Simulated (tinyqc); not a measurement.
Anisotropic wet etching of Si(100): plane rates, V-grooves, membranes and undercut. From one set of inputs to another, one input at a time. Computed by tinyqc, a small Python program. Command: `OMP_NUM_THREADS=1 python tinyqc.py 3025439 3025440 out.jsonl wetetch ladder`. One thread of a shared host (Intel(R) Xeon(R) Processor @ 2.30GHz), about 0.01 s of CPU time with the checks.

A long slot opens the mask on a (100) wafer. The floor etches at R100; (111) walls stand at theta = arctan(sqrt2) = 54.7356 degrees to the surface and recede at R111 along their normal.

The inputs printed are set A. Set A is close to those used for potassium hydroxide solutions; the values taken over come from a set close to those used for tetramethylammonium hydroxide solutions. Inputs not listed in the table keep their values of set A, so the rows need not describe a real material.

Inputs (values chosen for the exercise, close to those used for potassium hydroxide solutions): prefactor k0 of the (100) rate = 5e+08 um/min; activation energy of (100), E = 0.6 eV; ratio (100)/(111) at 80 C = 120; extra energy of (111), dE = 0.13 eV; ratio (100)/oxide at 80 C = 180; extra energy of the oxide, dE_ox = 0.26 eV; corner undercut rate over (100) rate, c = 2.2; bath temperature T = 50 C; width w (mask opening along <110>, or membrane width in the design step) = 38 um; misalignment of the mask = 0 degrees; etch time t = 180 min; wafer thickness d = 380 um; membrane thickness wanted = 23 um.

Constants: k_B = 8.617333262e-05 eV/K.

Method:
- R100 = k0 exp(-E/(k_B T)); a ratio given at 80 C scales as exp[(extra energy/k_B)(1/T - 1/353.15 K)]; R111 and R_ox follow by division.
- Temperatures in kelvin are T(C) + 273.15.
- A misaligned edge exposes ledges and adds R100 sin(misalignment) to the lateral rate (a simple estimate): u = R111/sin(theta) + R100 sin(misalignment). Top width W = w + 2 u t; floor width b = W - 2 z/tan(theta) = W - sqrt2 z. The floor lasts until b = 0, at t_V = w/(sqrt2 R100 - 2u); depth z = R100 t before t_V and W/sqrt2 after.
- Etch depth d - membrane, time = depth/R100; for a membrane as wide as w the opening must be w + sqrt2 depth - 2 u time; oxide mask consumed R_ox x time; a 1 K error changes the depth by the fraction E/(k_B T^2); a convex mask corner, such as that of a mesa, would retreat by c x depth.

Each row keeps all changes above it:
```
input moved                                                                               from                to  depth z (um)  time t_V to close the V (min)  opening needed (um)
set A                                                                                        -                 -         27.25                          123.6                538.0
width w (mask opening along <110>, or membrane width in the design step) (um)               38               4.9          3.85                           15.9                504.9
etch time t (min)                                                                          180               5.7          1.25                           15.9                504.9
ratio (100)/oxide at 80 C                                                                  180              3200          1.25                           15.9                504.9
bath temperature T (C)                                                                      50                60          2.39                            8.4                504.1
ratio (100)/(111) at 80 C                                                                  120                15          2.39                            9.1                464.7
prefactor k0 of the (100) rate (um/min) and activation energy of (100), E (eV)  500000000, 0.6  530000000, 0.616          1.45                           15.0                464.7
```

Depth z goes from 27.3 to 1.45, a factor 0.0532 in all. The largest single move comes from width w (mask opening along <110>, or membrane width in the design step) (a factor 0.141), and bath temperature T works against it (a factor 1.91). Time t_V to close the V goes from 124 to 15.0, a factor 0.121 in all. The largest single move comes from width w (mask opening along <110>, or membrane width in the design step) (a factor 0.129), and prefactor k0 of the (100) rate with activation energy of (100), E works against it (a factor 1.65). Opening needed goes from 538 to 465, a factor 0.864 in all. The largest single move comes from ratio (100)/(111) at 80 C (a factor 0.922). The single moves hold for this order of the switches; the total does not depend on the order.

Caution (all rows): the remaining silicon is too narrow for its thickness to act as a membrane. Caution (all rows): rates also depend on concentration, doping, additives and stirring, all held fixed here.

Extremes, crossings and ranges named in words are read from the listed rows.
